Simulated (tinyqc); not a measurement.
Speciation in dilute and buffered hydrofluoric acid, oxide etch rate and bath loading: one step, computed by the program tinyqc.

Concentrations stand for activities, NH4+ and Cl- are spectators, and water ionisation is neglected. H, F and HF2 denote the ions H+, F- and HF2-. The base temperature is 298 K.

Problem. One trial. Fluoride balance: [HF] + [F] + 2 [HF2] + 2 [H2F2] = HF added + NH4F added. Acid balance: [H] + [HF] + [HF2] + 2 [H2F2] = HF added + HCl added. For a trial [H], [HF] = [H][F]/K1, and the fluoride balance is a quadratic in [F]. Take pH = 3. The residual is the left side of the acid balance less the right.

Inputs (values chosen for the exercise, of the order of those for thermal oxide at room temperature): HF added = 0.54 mol/L; NH4F added = 0 mol/L; HCl added = 0 mol/L; K1 = [H][F]/[HF] = 0.00068 mol/L; K2 = [HF2]/([HF][F]) = 3.88 L/mol; K3 = [H2F2]/[HF]^2 = 0 L/mol.

Give: [F]; [HF]; [HF2]; [H2F2]; residual.

Solution.

[F] = 0.1347 mol/L

[HF] = 0.1981 mol/L

[HF2] = 0.1036 mol/L

[H2F2] = 0 mol/L

residual = -0.2373 mol/L

The residual is negative, so the pH lies below 3.
